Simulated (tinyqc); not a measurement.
What moves the results: complex band structure along [001] in sp3s* tight binding. A value that a table varies takes the place of the one given here.

For k = (0, 0, kz) the phase sums are g0 = cos(phi) and g3 = i sin(phi), phi = kz a/4, and the s, pz, s* orbitals of anion (a) and cation (c) decouple from px, py. With z = exp(i phi), H(z) = H0 + z T + T^T/z for any complex z. H0 is diagonal (Esa, Epa, Exa, Esc, Epc, Exc). The anion-cation block is B(z) = z U + W/z and the cation-anion block z W^T + U^T/z, where U has Vss/2 (s,s), Vsapc/2 (s,z), -Vscpa/2 (z,s), Vxx/2 (z,z), Vxapc/2 (s*,z), -Vpaxc/2 (z,s*), and W has the same values with the s-z and s*-z signs reversed. |z| = 1 is a band state, |z| < 1 decays along [001] as exp(-kappa d) over a distance d, kappa = -(4/a) ln|z|. No spin-orbit coupling.

Constants: hbar^2/2m0 = 3.80998211 eV angstrom^2.

Values chosen for the exercise (out of a larger set: near a published set for InAs, fitted to gaps, whose masses and valley positions are rough (light masses up to twice too heavy); not measured data): p = (-9.468, 0.92, -2.734, 3.688, 7.367, 6.711, -5.621, 1.842, 4.507, 3.057, 5.395, 3.362, 3.872) eV (order Esa, Epa, Esc, Epc, Exa, Exc, Vss, Vxx, Vxy, Vsapc, Vscpa, Vxapc, Vpaxc); a = 6.058 angstrom (lattice constant); dE = 0.07 eV (E - Ev).

## Decay across the direct gap

Ev = 0.00000 eV
EG (direct gap) = 0.45128 eV

masses of this model, from the curvature at Gamma (m0): m_lh 0.03085, m_e 0.03319

kappa of the imaginary branch at Gamma against three formulas: parabolic from the valence edge, sqrt(m_lh E/c); parabolic from the conduction edge, sqrt(m_e (EG - E)/c); two-band (Franz), sqrt(m E (1 - E/EG)/c) with m = 2 m_lh m_e/(m_lh + m_e). E from Ev; c = hbar^2/2m0.

kappa (1/angstrom):
```
E/EG  E (eV)  tight binding  parabolic, valence  parabolic, conduction  two-band
0.05  0.0226         0.0132              0.0135                 0.0611    0.0134
0.15  0.0677         0.0217              0.0234                 0.0578    0.0220
0.25  0.1128         0.0264              0.0302                 0.0543    0.0266
0.35  0.1579         0.0292              0.0358                 0.0505    0.0294
0.50  0.2256         0.0307              0.0427                 0.0443    0.0308
0.65  0.2933         0.0295              0.0487                 0.0371    0.0294
0.75  0.3385         0.0269              0.0524                 0.0313    0.0266
0.85  0.3836         0.0222              0.0557                 0.0243    0.0220
0.95  0.4287         0.0136              0.0589                 0.0140    0.0134
```

What can be read from the table?

The branch joins the light-hole and conduction bands and peaks, among these rows, at E/EG = 0.50 with kappa = 0.0307 1/angstrom. At mid-gap the parabola from the conduction edge is +44 % off and the two-band form +0.1 %; over 5 nm the parabola would misstate exp(-2 kappa d) by a factor 3.89.

## Band-to-band tunnelling in a uniform field

WKB at zero transverse momentum: T = exp(-2 I/(eF)), I = integral of kappa dE across the direct gap (8 Gauss-Legendre points in theta, E = EG sin^2 theta, 0 to pi/2); 1 MV/cm = 0.01 V/angstrom. The two-band form gives I = (pi/8) sqrt(m/c) EG^(3/2) with m = 2 m_lh m_e/(m_lh + m_e).

Tunnelling:
```
F (MV/cm)  path EG/eF (angstrom)  exponent 2I/eF  T, tight binding  T, two-band
0.50                        90.3           4.360            0.0128       0.0127
0.75                        60.2           2.907            0.0547       0.0546
1.00                        45.1           2.180             0.113        0.113
1.50                        30.1           1.453             0.234        0.234
2.00                        22.6           1.090             0.336        0.336
3.00                        15.0           0.727             0.484        0.483
4.00                        11.3           0.545             0.580        0.580
```

I, tight binding = 0.010900 eV/angstrom
I, two-band = 0.010906 eV/angstrom

How do the results move?

The two-band integral is +0.06 % from the tight-binding one, which makes the two-band T 0.9973 times the other at 0.5 MV/cm and 0.9997 times at 4 MV/cm. Doubling the field from 1 to 2 MV/cm halves the exponent and raises T by a factor 2.97. Where the exponent falls below about 2 the WKB form is only a guide.

## Energy and lattice constant

The slowest root of the s-pz block and the heavy-hole branch, sinh^2(kappa a/4) = ((E - Epa)(E - Epc) - Vxx^2)/(Vxx^2 - Vxy^2), at E = Ev + dE with Ev the lower root of [[Epa, Vxx], [Vxx, Epc]]; the couplings are kept when a changes. Each row changes one parameter from the base and keeps the others.

Results:
```
case               slowest kappa (1/angstrom)  heavy-hole kappa (1/angstrom)
base                                   0.0220                         0.0902
dE = 0.1 eV                            0.0253                         0.1073
a = 6.24 angstrom                      0.0214                         0.0876
```

What can be read from the table?

The largest shifts from the base row, up to three for each result and ties (the steps differ in size, so this ranks the rows, not the parameters). slowest kappa (1/angstrom): dE +0.0033, a -0.0006. heavy-hole kappa (1/angstrom): dE +0.0171, a -0.0026. With the couplings fixed, kappa a stays, so kappa scales as 1/a.

tinyqc: `OMP_NUM_THREADS=1 python tinyqc.py 1450498 1450499 out.jsonl`; about 0.01 s, one thread, shared Intel(R) Xeon(R) Processor @ 2.30GHz.
